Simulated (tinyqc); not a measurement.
Inversion layer as a triangular well, valleys of the Si type, step by step. Values are carried at full precision from step to step, so a last printed digit may differ when a step is redone from the rounded ones.

Six ellipsoidal valleys with their long axes along the cube axes, mass ml along the axis and mt across it. For a valley whose axis makes the angle theta with the surface normal, 1/m_z = cos^2(theta)/ml + sin^2(theta)/mt sets the confinement; in the plane the masses are m_1 = mt and m_2 = ml mt/m_z, and m_d = sqrt(m_1 m_2).

Constants: e^2/(4 pi eps0) = 14.39964547 eV angstrom; hbar^2/2m0 = 3.80998211 eV angstrom^2; kB = 8.617333262e-05 eV/K.

Parameters, chosen for this exercise (near those of Si; the results hold for these values, not for the real material): ml = 0.921 m0 (longitudinal mass); mt = 0.193 m0 (transverse mass); face = 111 (surface); eps = 11.8 (dielectric constant); Ns = 2.8 x 1e12/cm^2 (electron sheet density); Nd = 0.19 x 1e12/cm^2 (depletion charge); eta = 0.5 (share of Ns in the effective field); T = 300 K (temperature); tox = 15 angstrom (SiO2-equivalent oxide thickness).

## Valley masses on the (111) face

Group the valleys by their angle to the normal, heaviest m_z first.

Valleys (masses in m0):
```
valleys g  cos^2(theta)     m_z     m_1     m_2     m_d
6                0.3333  0.2620  0.1930  0.6783  0.3618
```

All valleys are equivalent on this face.

## Effective field

The field is taken as constant, e F = 4 pi (e^2/4 pi eps0)(Nd + eta Ns)/eps, with 1e12/cm^2 = 1e-4/angstrom^2, and the oxide as a hard wall at z = 0; c = hbar^2/2m0.

Find e F, and F in MV/cm (1 MV/cm = 0.01 V/angstrom).

e F = 0.00243824 eV/angstrom
F = 0.2438 MV/cm

## Subband ladders

Level j of a valley lies at E_j = a_j (c (e F)^2/m_z)^(1/3) above the band edge at the surface, with the Airy zeros a_j = 2.338107, 4.087949, 5.520560, 6.786708, 7.944134, 9.022651, 10.040174, 11.008524, 11.936016, 12.828777, and has <z> = 2 E_j/(3 e F).

The ten lowest levels of all groups of valleys together, j = 0, 1, ..., c = hbar^2/2m0; primes mark the groups with lighter m_z.

Subbands:
```
label  valleys g  m_d (m0)  E (eV)  <z> (angstrom)
0              6    0.3618  0.1034           28.27
1              6    0.3618  0.1807           49.42
2              6    0.3618  0.2441           66.74
3              6    0.3618  0.3001           82.05
4              6    0.3618  0.3512           96.04
5              6    0.3618  0.3989          109.08
6              6    0.3618  0.4439          121.38
7              6    0.3618  0.4867          133.08
8              6    0.3618  0.5277          144.30
9              6    0.3618  0.5672          155.09
```

The second subband is 1, 77.4 meV above the first. Levels above about 0.5 eV lie beyond parabolic valleys.

## Fermi level and populations

Subband i holds n_i = g m_d/(2 pi c) kB T ln(1 + exp((EF - E_i)/kB T)) (spin included), and EF is fixed by sum n_i = Ns over the levels listed or, where none are listed, over j = 0 to 9 of each group; 1e12/cm^2 = 1e-4/angstrom^2.

Solve for EF; c = hbar^2/2m0. The mean distance is sum n_i <z>_i/Ns.

EF = 0.0485 eV

Populations:
```
label  (EF - E)/kB T  n (1e12/cm^2)  share (%)
0              -2.12          2.646       94.5
1              -5.12          0.140        5.0
2              -7.57          0.012        0.4
3              -9.73          0.001        0.0
4             -11.71          0.000        0.0
5             -13.56          0.000        0.0
6             -15.30          0.000        0.0
7             -16.95          0.000        0.0
8             -18.54          0.000        0.0
9             -20.07          0.000        0.0
```

mean distance from the surface = 29.52 angstrom

The lowest subband holds 94.5 % of the electrons and is partly degenerate (EF within a few kB T of its edge).

## Effect on the gate capacitance

The charge sits at the mean distance <z> from the surface, which adds (3.9/eps) <z> to the oxide thickness; C/Cox = tox/(tox + 3.9 <z>/eps). The density-of-states term is left out.

added thickness = 9.76 angstrom
C/Cox = 0.606

## Checks

- Lowest level by finite differences against the Airy formula, eV: both 0.1034.

Computed by tinyqc, a small Python program: `OMP_NUM_THREADS=1 python tinyqc.py 1281993 1281994 out.jsonl` (the numbers bound the seed that draws the inputs); one thread of a shared host (Intel(R) Xeon(R) Processor @ 2.30GHz), about 0.01 s for the whole set of steps.
